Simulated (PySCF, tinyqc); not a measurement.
Worked calculation (part 2 of 3): RHF in the 6-31g basis, for H4, spin multiplicity 1. The lowest restricted solution is unstable here: a spin-polarised one lies 0.0493 hartree lower (PySCF). Computed by tinyqc, a small Python program that keeps every step (integrals from PySCF). Command: `OMP_NUM_THREADS=1 python tinyqc.py 25039 25040 out.jsonl` (the two numbers bound the seeds that draw the settings). One thread of a shared host (Intel(R) Xeon(R) Processor @ 2.60GHz), about 0.06 s of CPU time with the checks.

Geometry (angstrom):
```
atom         x         y         z
H     0.000000  0.000000  0.000000
H     0.000000  0.000000  1.490000
H     0.000000  2.321000  0.000000
H     0.000000  2.321000  1.490000
```

## Iteration 1: building the Fock matrix

D at the start:
```
           1H 1s      1H 2s      2H 1s      2H 2s      3H 1s      3H 2s      4H 1s      4H 2s
1H 1s   0.124776   0.200959   0.124776   0.200959  -0.052257  -0.044792  -0.052257  -0.044792
1H 2s   0.200959   0.338720   0.200959   0.338720  -0.044792  -0.002424  -0.044792  -0.002424
2H 1s   0.124776   0.200959   0.124776   0.200959  -0.052257  -0.044792  -0.052257  -0.044792
2H 2s   0.200959   0.338720   0.200959   0.338720  -0.044792  -0.002424  -0.044792  -0.002424
3H 1s  -0.052257  -0.044792  -0.052257  -0.044792   0.124776   0.200959   0.124776   0.200959
3H 2s  -0.044792  -0.002424  -0.044792  -0.002424   0.200959   0.338720   0.200959   0.338720
4H 1s  -0.052257  -0.044792  -0.052257  -0.044792   0.124776   0.200959   0.124776   0.200959
4H 2s  -0.044792  -0.002424  -0.044792  -0.002424   0.200959   0.338720   0.200959   0.338720
```

core Hamiltonian H = T + V (hartree):
```
           1H 1s      1H 2s      2H 1s      2H 2s      3H 1s      3H 2s      4H 1s      4H 2s
1H 1s  -1.032561  -0.992684  -0.152662  -0.412942  -0.006373  -0.107166  -0.000684  -0.043433
1H 2s  -0.992684  -1.165416  -0.412942  -0.711881  -0.107166  -0.298254  -0.043433  -0.177897
2H 1s  -0.152662  -0.412942  -1.032561  -0.992684  -0.000684  -0.043433  -0.006373  -0.107166
2H 2s  -0.412942  -0.711881  -0.992684  -1.165416  -0.043433  -0.177897  -0.107166  -0.298254
3H 1s  -0.006373  -0.107166  -0.000684  -0.043433  -1.032561  -0.992684  -0.152662  -0.412942
3H 2s  -0.107166  -0.298254  -0.043433  -0.177897  -0.992684  -1.165416  -0.412942  -0.711881
4H 1s  -0.000684  -0.043433  -0.006373  -0.107166  -0.152662  -0.412942  -1.032561  -0.992684
4H 2s  -0.043433  -0.177897  -0.107166  -0.298254  -0.412942  -0.711881  -0.992684  -1.165416
```

nuclear repulsion = 1.55002095 hartree

Given earlier and not repeated: Two-electron integrals (ij|kl) in chemists' order.

J_ij = sum D_kl (ij|kl), K_ij = sum D_kl (ik|jl); F = H + J - 0.5 K; E = tr D H + tr D J / 2 - 0.25 tr D K + E_nn.

Coulomb J (hartree):
```
          1H 1s     1H 2s     2H 1s     2H 2s     3H 1s     3H 2s     4H 1s     4H 2s
1H 1s  1.538406  0.953128  0.090425  0.350471  0.002011  0.077077  0.000169  0.028585
1H 2s  0.953128  1.264259  0.350471  0.711000  0.077077  0.278954  0.028585  0.156759
2H 1s  0.090425  0.350471  1.538406  0.953128  0.000169  0.028585  0.002011  0.077077
2H 2s  0.350471  0.711000  0.953128  1.264259  0.028585  0.156759  0.077077  0.278954
3H 1s  0.002011  0.077077  0.000169  0.028585  1.538406  0.953128  0.090425  0.350471
3H 2s  0.077077  0.278954  0.028585  0.156759  0.953128  1.264259  0.350471  0.711000
4H 1s  0.000169  0.028585  0.002011  0.077077  0.090425  0.350471  1.538406  0.953128
4H 2s  0.028585  0.156759  0.077077  0.278954  0.350471  0.711000  0.953128  1.264259
```

exchange K (hartree):
```
           1H 1s     1H 2s      2H 1s     2H 2s      3H 1s     3H 2s      4H 1s     4H 2s
1H 1s   0.663119  0.611019   0.303204  0.438995  -0.011718  0.056319  -0.011104  0.041088
1H 2s   0.611019  0.682565   0.438995  0.580702   0.056319  0.150419   0.041088  0.129927
2H 1s   0.303204  0.438995   0.663119  0.611019  -0.011104  0.041088  -0.011718  0.056319
2H 2s   0.438995  0.580702   0.611019  0.682565   0.041088  0.129927   0.056319  0.150419
3H 1s  -0.011718  0.056319  -0.011104  0.041088   0.663119  0.611019   0.303204  0.438995
3H 2s   0.056319  0.150419   0.041088  0.129927   0.611019  0.682565   0.438995  0.580702
4H 1s  -0.011104  0.041088  -0.011718  0.056319   0.303204  0.438995   0.663119  0.611019
4H 2s   0.041088  0.129927   0.056319  0.150419   0.438995  0.580702   0.611019  0.682565
```

Fock matrix F (hartree):
```
           1H 1s      1H 2s      2H 1s      2H 2s      3H 1s      3H 2s      4H 1s      4H 2s
1H 1s   0.174285  -0.345065  -0.213839  -0.281969   0.001498  -0.058249   0.005037  -0.035392
1H 2s  -0.345065  -0.242439  -0.281969  -0.291232  -0.058249  -0.094509  -0.035392  -0.086102
2H 1s  -0.213839  -0.281969   0.174285  -0.345065   0.005037  -0.035392   0.001498  -0.058249
2H 2s  -0.281969  -0.291232  -0.345065  -0.242439  -0.035392  -0.086102  -0.058249  -0.094509
3H 1s   0.001498  -0.058249   0.005037  -0.035392   0.174285  -0.345065  -0.213839  -0.281969
3H 2s  -0.058249  -0.094509  -0.035392  -0.086102  -0.345065  -0.242439  -0.281969  -0.291232
4H 1s   0.005037  -0.035392   0.001498  -0.058249  -0.213839  -0.281969   0.174285  -0.345065
4H 2s  -0.035392  -0.086102  -0.058249  -0.094509  -0.281969  -0.291232  -0.345065  -0.242439
```

total energy of this density = -1.97583892 hartree

This density is the starting one.

## Iteration 1: diagonalisation and new density

X:
```
           1H 1s      1H 2s      2H 1s      2H 2s      3H 1s      3H 2s      4H 1s      4H 2s
1H 1s   1.260277  -0.513402   0.029095   0.029314  -0.013713   0.054857  -0.006294   0.003193
1H 2s  -0.513402   1.463383   0.029314  -0.398823   0.054857  -0.193710   0.003193   0.047352
2H 1s   0.029095   0.029314   1.260277  -0.513402  -0.006294   0.003193  -0.013713   0.054857
2H 2s   0.029314  -0.398823  -0.513402   1.463383   0.003193   0.047352   0.054857  -0.193710
3H 1s  -0.013713   0.054857  -0.006294   0.003193   1.260277  -0.513402   0.029095   0.029314
3H 2s   0.054857  -0.193710   0.003193   0.047352  -0.513402   1.463383   0.029314  -0.398823
4H 1s  -0.006294   0.003193  -0.013713   0.054857   0.029095   0.029314   1.260277  -0.513402
4H 2s   0.003193   0.047352   0.054857  -0.193710   0.029314  -0.398823  -0.513402   1.463383
```

overlap S:
```
          1H 1s     1H 2s     2H 1s     2H 2s     3H 1s     3H 2s     4H 1s     4H 2s
1H 1s  1.000000  0.658292  0.056613  0.232449  0.001414  0.052932  0.000111  0.018818
1H 2s  0.658292  1.000000  0.232449  0.527654  0.052932  0.211975  0.018818  0.111849
2H 1s  0.056613  0.232449  1.000000  0.658292  0.000111  0.018818  0.001414  0.052932
2H 2s  0.232449  0.527654  0.658292  1.000000  0.018818  0.111849  0.052932  0.211975
3H 1s  0.001414  0.052932  0.000111  0.018818  1.000000  0.658292  0.056613  0.232449
3H 2s  0.052932  0.211975  0.018818  0.111849  0.658292  1.000000  0.232449  0.527654
4H 1s  0.000111  0.018818  0.001414  0.052932  0.056613  0.232449  1.000000  0.658292
4H 2s  0.018818  0.111849  0.052932  0.211975  0.232449  0.527654  0.658292  1.000000
```

Diagonalise F' = X^T F X, C = X C', fill 2 alpha and 2 beta electrons from the bottom; D = 2 C_occ C_occ^T; the new density keeps 0.2 of the old one (damping). Each column has its largest component positive (the first on a tie).

F' = X^T F X (hartree):
```
           1          2          3          4          5          6          7          8
1   0.635106  -0.586226  -0.049551  -0.119525   0.007704   0.022221   0.003368   0.010026
2  -0.586226   0.238115  -0.119525  -0.175755   0.022221  -0.092435   0.010026  -0.014285
3  -0.049551  -0.119525   0.635106  -0.586226   0.003368   0.010026   0.007704   0.022221
4  -0.119525  -0.175755  -0.586226   0.238115   0.010026  -0.014285   0.022221  -0.092435
5   0.007704   0.022221   0.003368   0.010026   0.635106  -0.586226  -0.049551  -0.119525
6   0.022221  -0.092435   0.010026  -0.014285  -0.586226   0.238115  -0.119525  -0.175755
7   0.003368   0.010026   0.007704   0.022221  -0.049551  -0.119525   0.635106  -0.586226
8   0.010026  -0.014285   0.022221  -0.092435  -0.119525  -0.175755  -0.586226   0.238115
```

orbital energies (hartree): MO1 -0.469738, MO2 -0.393546, MO3 0.024735, MO4 0.098107, MO5 0.999979, MO6 1.022005, MO7 1.074233, MO8 1.137111

coefficients C:
```
            MO1        MO2        MO3        MO4        MO5        MO6        MO7        MO8
1H 1s  0.158816   0.181355   0.142894   0.163892  -0.643633   0.650367  -0.667079   0.684987
1H 2s  0.274411   0.317151   0.530318   0.623390   0.660358  -0.425264   0.897575  -0.582644
2H 1s  0.158816   0.181355  -0.142894  -0.163892   0.643633   0.650367   0.667079   0.684987
2H 2s  0.274411   0.317151  -0.530318  -0.623390  -0.660358  -0.425264  -0.897575  -0.582644
3H 1s  0.158816  -0.181355   0.142894  -0.163892  -0.643633   0.650367   0.667079  -0.684987
3H 2s  0.274411  -0.317151   0.530318  -0.623390   0.660358  -0.425264  -0.897575   0.582644
4H 1s  0.158816  -0.181355  -0.142894   0.163892   0.643633   0.650367  -0.667079  -0.684987
4H 2s  0.274411  -0.317151  -0.530318   0.623390  -0.660358  -0.425264   0.897575   0.582644
```

D after iteration 1:
```
           1H 1s      1H 2s      2H 1s      2H 2s      3H 1s      3H 2s      4H 1s      4H 2s
1H 1s   0.117935   0.201948   0.117935   0.201948  -0.022719  -0.031256  -0.022719  -0.031256
1H 2s   0.201948   0.349162   0.201948   0.349162  -0.031256  -0.040938  -0.031256  -0.040938
2H 1s   0.117935   0.201948   0.117935   0.201948  -0.022719  -0.031256  -0.022719  -0.031256
2H 2s   0.201948   0.349162   0.201948   0.349162  -0.031256  -0.040938  -0.031256  -0.040938
3H 1s  -0.022719  -0.031256  -0.022719  -0.031256   0.117935   0.201948   0.117935   0.201948
3H 2s  -0.031256  -0.040938  -0.031256  -0.040938   0.201948   0.349162   0.201948   0.349162
4H 1s  -0.022719  -0.031256  -0.022719  -0.031256   0.117935   0.201948   0.117935   0.201948
4H 2s  -0.031256  -0.040938  -0.031256  -0.040938   0.201948   0.349162   0.201948   0.349162
```

## Iteration 2: building the Fock matrix

As before.

Coulomb J (hartree):
```
          1H 1s     1H 2s     2H 1s     2H 2s     3H 1s     3H 2s     4H 1s     4H 2s
1H 1s  1.535714  0.951778  0.090335  0.350027  0.002004  0.076882  0.000169  0.028513
1H 2s  0.951778  1.262822  0.350027  0.710206  0.076882  0.278189  0.028513  0.156306
2H 1s  0.090335  0.350027  1.535714  0.951778  0.000169  0.028513  0.002004  0.076882
2H 2s  0.350027  0.710206  0.951778  1.262822  0.028513  0.156306  0.076882  0.278189
3H 1s  0.002004  0.076882  0.000169  0.028513  1.535714  0.951778  0.090335  0.350027
3H 2s  0.076882  0.278189  0.028513  0.156306  0.951778  1.262822  0.350027  0.710206
4H 1s  0.000169  0.028513  0.002004  0.076882  0.090335  0.350027  1.535714  0.951778
4H 2s  0.028513  0.156306  0.076882  0.278189  0.350027  0.710206  0.951778  1.262822
```

exchange K (hartree):
```
           1H 1s     1H 2s      2H 1s     2H 2s      3H 1s     3H 2s      4H 1s     4H 2s
1H 1s   0.661321  0.611991   0.303185  0.440103  -0.005059  0.058941  -0.005443  0.043496
1H 2s   0.611991  0.683003   0.440103  0.581105   0.058941  0.145764   0.043496  0.125662
2H 1s   0.303185  0.440103   0.661321  0.611991  -0.005443  0.043496  -0.005059  0.058941
2H 2s   0.440103  0.581105   0.611991  0.683003   0.043496  0.125662   0.058941  0.145764
3H 1s  -0.005059  0.058941  -0.005443  0.043496   0.661321  0.611991   0.303185  0.440103
3H 2s   0.058941  0.145764   0.043496  0.125662   0.611991  0.683003   0.440103  0.581105
4H 1s  -0.005443  0.043496  -0.005059  0.058941   0.303185  0.440103   0.661321  0.611991
4H 2s   0.043496  0.125662   0.058941  0.145764   0.440103  0.581105   0.611991  0.683003
```

Fock matrix F (hartree):
```
           1H 1s      1H 2s      2H 1s      2H 2s      3H 1s      3H 2s      4H 1s      4H 2s
1H 1s   0.172492  -0.346901  -0.213920  -0.282967  -0.001839  -0.059755   0.002206  -0.036668
1H 2s  -0.346901  -0.244096  -0.282967  -0.292227  -0.059755  -0.092948  -0.036668  -0.084422
2H 1s  -0.213920  -0.282967   0.172492  -0.346901   0.002206  -0.036668  -0.001839  -0.059755
2H 2s  -0.282967  -0.292227  -0.346901  -0.244096  -0.036668  -0.084422  -0.059755  -0.092948
3H 1s  -0.001839  -0.059755   0.002206  -0.036668   0.172492  -0.346901  -0.213920  -0.282967
3H 2s  -0.059755  -0.092948  -0.036668  -0.084422  -0.346901  -0.244096  -0.282967  -0.292227
4H 1s   0.002206  -0.036668  -0.001839  -0.059755  -0.213920  -0.282967   0.172492  -0.346901
4H 2s  -0.036668  -0.084422  -0.059755  -0.092948  -0.282967  -0.292227  -0.346901  -0.244096
```

total energy of this density = -1.98435690 hartree

This density is a damped mixture and is not idempotent.

## Iteration 2: diagonalisation and new density

As before.

F' = X^T F X (hartree):
```
           1          2          3          4          5          6          7          8
1   0.633995  -0.587070  -0.048975  -0.120043   0.004314   0.021131   0.000517   0.009032
2  -0.587070   0.236596  -0.120043  -0.176175   0.021131  -0.089642   0.009032  -0.011709
3  -0.048975  -0.120043   0.633995  -0.587070   0.000517   0.009032   0.004314   0.021131
4  -0.120043  -0.176175  -0.587070   0.236596   0.009032  -0.011709   0.021131  -0.089642
5   0.004314   0.021131   0.000517   0.009032   0.633995  -0.587070  -0.048975  -0.120043
6   0.021131  -0.089642   0.009032  -0.011709  -0.587070   0.236596  -0.120043  -0.176175
7   0.000517   0.009032   0.004314   0.021131  -0.048975  -0.120043   0.633995  -0.587070
8   0.009032  -0.011709   0.021131  -0.089642  -0.120043  -0.176175  -0.587070   0.236596
```

orbital energies (hartree): MO1 -0.472354, MO2 -0.395403, MO3 0.023029, MO4 0.096635, MO5 0.998576, MO6 1.021276, MO7 1.073243, MO8 1.137365

coefficients C:
```
            MO1        MO2        MO3        MO4        MO5        MO6        MO7        MO8
1H 1s  0.161466   0.178464   0.143408   0.163866  -0.643519   0.649714  -0.667085   0.685746
1H 2s  0.272675   0.319606   0.529791   0.623424   0.660781  -0.426379   0.897551  -0.581301
2H 1s  0.161466   0.178464  -0.143408  -0.163866   0.643519   0.649714   0.667085   0.685746
2H 2s  0.272675   0.319606  -0.529791  -0.623424  -0.660781  -0.426379  -0.897551  -0.581301
3H 1s  0.161466  -0.178464   0.143408  -0.163866  -0.643519   0.649714   0.667085  -0.685746
3H 2s  0.272675  -0.319606   0.529791  -0.623424   0.660781  -0.426379  -0.897551   0.581301
4H 1s  0.161466  -0.178464  -0.143408   0.163866   0.643519   0.649714  -0.667085  -0.685746
4H 2s  0.272675  -0.319606  -0.529791   0.623424  -0.660781  -0.426379   0.897551   0.581301
```

D after iteration 2:
```
           1H 1s      1H 2s      2H 1s      2H 2s      3H 1s      3H 2s      4H 1s      4H 2s
1H 1s   0.116260   0.202095   0.116260   0.202095  -0.013789  -0.027068  -0.013789  -0.027068
1H 2s   0.202095   0.352232   0.202095   0.352232  -0.027068  -0.052661  -0.027068  -0.052661
2H 1s   0.116260   0.202095   0.116260   0.202095  -0.013789  -0.027068  -0.013789  -0.027068
2H 2s   0.202095   0.352232   0.202095   0.352232  -0.027068  -0.052661  -0.027068  -0.052661
3H 1s  -0.013789  -0.027068  -0.013789  -0.027068   0.116260   0.202095   0.116260   0.202095
3H 2s  -0.027068  -0.052661  -0.027068  -0.052661   0.202095   0.352232   0.202095   0.352232
4H 1s  -0.013789  -0.027068  -0.013789  -0.027068   0.116260   0.202095   0.116260   0.202095
4H 2s  -0.027068  -0.052661  -0.027068  -0.052661   0.202095   0.352232   0.202095   0.352232
```

## Iteration 14 (converged): orbitals

converged F (hartree):
```
           1H 1s      1H 2s      2H 1s      2H 2s      3H 1s      3H 2s      4H 1s      4H 2s
1H 1s   0.171795  -0.347601  -0.213986  -0.283353  -0.003302  -0.060407   0.000964  -0.037224
1H 2s  -0.347601  -0.244646  -0.283353  -0.292528  -0.060407  -0.092229  -0.037224  -0.083661
2H 1s  -0.213986  -0.283353   0.171795  -0.347601   0.000964  -0.037224  -0.003302  -0.060407
2H 2s  -0.283353  -0.292528  -0.347601  -0.244646  -0.037224  -0.083661  -0.060407  -0.092229
3H 1s  -0.003302  -0.060407   0.000964  -0.037224   0.171795  -0.347601  -0.213986  -0.283353
3H 2s  -0.060407  -0.092229  -0.037224  -0.083661  -0.347601  -0.244646  -0.283353  -0.292528
4H 1s   0.000964  -0.037224  -0.003302  -0.060407  -0.213986  -0.283353   0.171795  -0.347601
4H 2s  -0.037224  -0.083661  -0.060407  -0.092229  -0.283353  -0.292528  -0.347601  -0.244646
```

Diagonalise F' = X^T F X, C = X C', fill 2 alpha and 2 beta electrons from the bottom; D = 2 C_occ C_occ^T. Each column has its largest component positive (the first on a tie).

F' = X^T F X (hartree):
```
           1          2          3          4          5          6          7          8
1   0.633557  -0.587404  -0.048798  -0.120249   0.002830   0.020649  -0.000731   0.008592
2  -0.587404   0.236060  -0.120249  -0.176295   0.020649  -0.088418   0.008592  -0.010580
3  -0.048798  -0.120249   0.633557  -0.587404  -0.000731   0.008592   0.002830   0.020649
4  -0.120249  -0.176295  -0.587404   0.236060   0.008592  -0.010580   0.020649  -0.088418
5   0.002830   0.020649  -0.000731   0.008592   0.633557  -0.587404  -0.048798  -0.120249
6   0.020649  -0.088418   0.008592  -0.010580  -0.587404   0.236060  -0.120249  -0.176295
7  -0.000731   0.008592   0.002830   0.020649  -0.048798  -0.120249   0.633557  -0.587404
8   0.008592  -0.010580   0.020649  -0.088418  -0.120249  -0.176295  -0.587404   0.236060
```

orbital energies (hartree): MO1 -0.473342, MO2 -0.396058, MO3 0.022380, MO4 0.096092, MO5 0.998053, MO6 1.020967, MO7 1.072895, MO8 1.137481

coefficients C:
```
            MO1        MO2        MO3        MO4        MO5        MO6        MO7        MO8
1H 1s  0.162658   0.177239   0.143611   0.163833  -0.643473   0.649417  -0.667093   0.686064
1H 2s  0.271892   0.320644   0.529581   0.623468   0.660949  -0.426879   0.897520  -0.580729
2H 1s  0.162658   0.177239  -0.143611  -0.163833   0.643473   0.649417   0.667093   0.686064
2H 2s  0.271892   0.320644  -0.529581  -0.623468  -0.660949  -0.426879  -0.897520  -0.580729
3H 1s  0.162658  -0.177239   0.143611  -0.163833  -0.643473   0.649417   0.667093  -0.686064
3H 2s  0.271892  -0.320644   0.529581  -0.623468   0.660949  -0.426879  -0.897520   0.580729
4H 1s  0.162658  -0.177239  -0.143611   0.163833   0.643473   0.649417  -0.667093  -0.686064
4H 2s  0.271892  -0.320644  -0.529581   0.623468  -0.660949  -0.426879   0.897520   0.580729
```

D after iteration 14:
```
           1H 1s      1H 2s      2H 1s      2H 2s      3H 1s      3H 2s      4H 1s      4H 2s
1H 1s   0.115742   0.202112   0.115742   0.202112  -0.009912  -0.025210  -0.009912  -0.025210
1H 2s   0.202112   0.353476   0.202112   0.353476  -0.025210  -0.057774  -0.025210  -0.057774
2H 1s   0.115742   0.202112   0.115742   0.202112  -0.009912  -0.025210  -0.009912  -0.025210
2H 2s   0.202112   0.353476   0.202112   0.353476  -0.025210  -0.057774  -0.025210  -0.057774
3H 1s  -0.009912  -0.025210  -0.009912  -0.025210   0.115742   0.202112   0.115742   0.202112
3H 2s  -0.025210  -0.057774  -0.025210  -0.057774   0.202112   0.353476   0.202112   0.353476
4H 1s  -0.009912  -0.025210  -0.009912  -0.025210   0.115742   0.202112   0.115742   0.202112
4H 2s  -0.025210  -0.057774  -0.025210  -0.057774   0.202112   0.353476   0.202112   0.353476
```

## Convergence

Stop when the energy changes by less than 1e-10 hartree and every element of the error matrix X^T (F D S - S D F) X is below 3e-06.

Course of the cycle:
```
iteration  E (hartree)     change  largest element of the error matrix
1          -1.97583892          -                             6.02e-02
2          -1.98435690  -8.52e-03                             1.83e-02
3          -1.98637918  -2.02e-03                             5.57e-03
4          -1.98681302  -4.34e-04                             1.69e-03
5          -1.98690250  -8.95e-05                             5.15e-04
6          -1.98692064  -1.81e-05                             1.57e-04
7          -1.98692430  -3.65e-06                             4.77e-05
8          -1.98692503  -7.33e-07                             1.45e-05
9          -1.98692518  -1.47e-07                             4.42e-06
10         -1.98692520  -2.94e-08                             1.35e-06
11         -1.98692521  -5.88e-09                             4.11e-07
12         -1.98692521  -1.18e-09                             1.26e-07
13         -1.98692521  -2.35e-10                             3.83e-08
14         -1.98692521  -4.70e-11                             1.17e-08
```

PySCF RHF in the same basis = -1.98692521 hartree

Converged in 14 iterations.
